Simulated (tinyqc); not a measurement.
From results back to parameters: polytypes by hexagonality, and a cubic inclusion as a quantum well. Five cases, with inputs chosen for the exercise.

Problem. A square well of depth V with masses m_w inside and m_b outside (first and second entry of m) binds its lowest level at the given depth below the barrier: k tan(k L/2) = (m_w/m_b) q, k = sqrt(m_w E/c), q = sqrt(m_b (V - E)/c), c = hbar^2/2m0. How many double layers wide is it?

Constants: hbar^2/2m0 = 3.80998211 eV angstrom^2.

Find: k; q; L; N.

Method. L = (2/k) arctan((m_w/m_b) q/k), and N = L/d.

Case 1.

Values chosen (out of a larger set: of the order of those of GaAs; not measured data): m = (0.067, 0.069) m0 (electron mass along c in the cubic layer and in the host); d = 3.256 angstrom (thickness of a double layer).

V = 0.13500 eV
depth V - E = 0.05894 eV

Solution.

k = 0.0366 1/angstrom
q = 0.0327 1/angstrom
L = 39.07 angstrom
N = 12.0

Case 2.

Values chosen (out of a larger set: of the order of those of SiC; not measured data): m = (0.292, 0.311) m0 (electron mass along c in the cubic layer and in the host); d = 2.515 angstrom (thickness of a double layer).

V = 0.93550 eV
depth V - E = 0.63527 eV

Solution.

k = 0.1517 1/angstrom
q = 0.2277 1/angstrom
L = 12.57 angstrom
N = 5.0

Case 3.

Values chosen (out of a larger set: of the order of those of InAs; not measured data): m = (0.027, 0.028) m0 (electron mass along c in the cubic layer and in the host); d = 3.508 angstrom (thickness of a double layer).

V = 0.08800 eV
depth V - E = 0.01170 eV

Solution.

k = 0.0233 1/angstrom
q = 0.0093 1/angstrom
L = 31.57 angstrom
N = 9.0

Case 4.

Values chosen (out of a larger set: of the order of those of InAs; not measured data): m = (0.025, 0.024) m0 (electron mass along c in the cubic layer and in the host); d = 3.499 angstrom (thickness of a double layer).

V = 0.08200 eV
depth V - E = 0.01450 eV

Solution.

k = 0.0210 1/angstrom
q = 0.0096 1/angstrom
L = 41.99 angstrom
N = 12.0

Case 5.

Values chosen (out of a larger set: of the order of those of InAs; not measured data): m = (0.024, 0.024) m0 (electron mass along c in the cubic layer and in the host); d = 3.492 angstrom (thickness of a double layer).

V = 0.08400 eV
depth V - E = 0.00453 eV

Solution.

k = 0.0224 1/angstrom
q = 0.0053 1/angstrom
L = 20.95 angstrom
N = 6.0

Computed by tinyqc, one run a case: `OMP_NUM_THREADS=1 python tinyqc.py N N+1 out.jsonl` with N = 1880883, 1880891, 1880913, 1880918, 1880982; one thread of a shared Intel(R) Xeon(R) Processor @ 2.30GHz, about 0.1 s a run at most.
